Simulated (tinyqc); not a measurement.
# Rectangular fin or nanosheet with a gate all round, subbands and threshold shift from confinement: two studies

Undoped body with a flat potential across it, hard walls, transport along x. One isotropic valley (g = 1, mx = my = mz = me). Non-parabolicity enters the subband edges through E (1 + al E) = gamma, so E = 2 gamma/(1 + sqrt(1 + 4 al gamma)); motion within a subband is taken as parabolic with the band-edge mass. Energies are counted from the bulk band edge.

Values chosen for this exercise; masses close to those of GaN:
```
symbol,value,unit,meaning
T,200,K,temperature
me,0.197,m0,mass at the band edge
al,0.2,1/eV,non-parabolicity
t,8.1,nm,width (along y)
dl,0,nm,widening of the box by penetration into the insulator
Cg,1.6,uF/cm^2,gate capacitance per area of interface
H,48.6,nm,height (along z)
```

Constants: q = 1.602176634e-19 C, kB = 1.380649e-23 J/K, hbar = 1.054571817e-34 J s, m0 = 9.1093837015e-31 kg, Vt = kB T/q, hbar^2/(2 m0) = 0.0380998212 eV nm^2. Results are converted to the units shown.

Each table varies one quantity; the others keep the values above.

## Confinement against the height

gamma = C pi^2 [a^2/(my (t + dl)^2) + b^2/(mz (H + dl)^2)], C = hbar^2/(2 m0). Each subband has N_k = g sqrt(2 mx m0 kB T/(pi hbar^2)); without degeneracy n = exp(EF/Vt) sum N_k exp(-E_k/Vt). Classical value Nc times t H, Nc = sum over valleys of 2 g (m m0 kB T/(2 pi hbar^2))^1.5 with m = (mx my mz)^(1/3). Threshold shift dVT = Vt ln(classical value/sum N_k exp(-E_k/Vt)). With degeneracy n = sum N_k F((EF - E_k)/Vt), F(x) = (1/sqrt(pi)) int_0^infinity u^(-1/2) du/(1 + exp(u - x)); gate: Vg = EF + q n/(Cg P), P = 2 (t + H), summed over the 60 lowest subbands at most, with Vg counted from the value that would put EF at the bulk band edge of an empty body. The last two columns are for Vg = 0.6 V; sensitivity d(dVT)/dH by central differences between 0.99 and 1.01 times the value.

Confinement against the height:
```
H (nm)  E_1 (meV)  gap to the next edge (meV)  dVT (mV)  sensitivity (mV/nm)  n/P (cm^-2)  share of the lowest subband (%)
4.9         106.3                       82.41     84.34               -27.61     3.477e12                            60.69
6.6         71.88                       83.48     55.02               -10.32     3.796e12                            49.59
8.9         52.64                       69.85     40.64               -3.630     4.025e12                            39.94
12          42.00                       38.81     33.69               -1.383     4.221e12                            31.16
16          36.29                       21.95     29.97              -0.6273     4.349e12                            24.52
22          32.82                       11.65     27.43              -0.2863     4.456e12                            18.59
30          31.02                       6.277     25.83              -0.1403     4.533e12                            14.07
40          30.10                       3.534     24.81             -0.07438     4.586e12                            10.79
```

What does the table show?

As H grows from 4.9 to 40 nm, E_1 falls from 106 to 30.1 meV and dVT falls from 84.3 to 24.8 mV. E_1 goes as H^(-1.31) at the thin end; an error of 0.2 nm moves the threshold by 5.5 mV in the first row and 0.015 mV in the last. The charge per interface area rises from 3.48e12 to 4.59e12 cm^-2. In every row the charge in the last two columns would bend the potential across the body by some 30 mV or more, which is left out.

## Charge and subband filling against gate voltage

Same model as above.

Each subband has N_k = g sqrt(2 mx m0 kB T/(pi hbar^2)). Cq = q dn/dEF.

Charge and subband filling against gate voltage:
```
Vg (V)  EF - E_1 (eV)  n (cm^-1)  n/P (cm^-2)  share of the lowest subband (%)  Cq/(Cg P)  total C/(Cg P)
-0.12         -0.1497       1087      9.582e7                            26.13   5.567e-4        5.564e-4
0.01         -0.02929    1.084e6     9.557e10                            25.20     0.5122          0.3387
0.13          0.01918    9.183e6     8.098e11                            19.76      2.597          0.7220
0.26          0.05049    2.036e7     1.795e12                            15.12      3.652          0.7851
0.38          0.07408    3.128e7     2.758e12                            12.25      4.592          0.8212
0.51          0.09527    4.360e7     3.845e12                            10.08      5.677          0.8502
0.63           0.1123    5.526e7     4.873e12                            8.681      6.366          0.8642
0.76           0.1294    6.804e7     6.000e12                            7.592      6.773          0.8713
0.88           0.1446    7.991e7     7.047e12                            6.846      6.979          0.8747
```

What does the table show?

EF passes E_1 = 0.0297 eV at Vg = 0.0695 V. The share of the lowest subband falls from 26.1 to 6.85 % and the total capacitance rises from 5.56e-4 to 0.875 of Cg P. Between the last two rows 13 % of the added gate voltage goes into raising EF. For Vg = 0.26, 0.38, 0.51, 0.63, 0.76, 0.88 the charge would bend the potential across the body by some 30 mV or more, which is left out.

Numbers from tinyqc (`OMP_NUM_THREADS=1 python tinyqc.py 2350140 2350141 out.jsonl`; about 0.2 s on one thread of a shared Intel Xeon 2.30GHz).
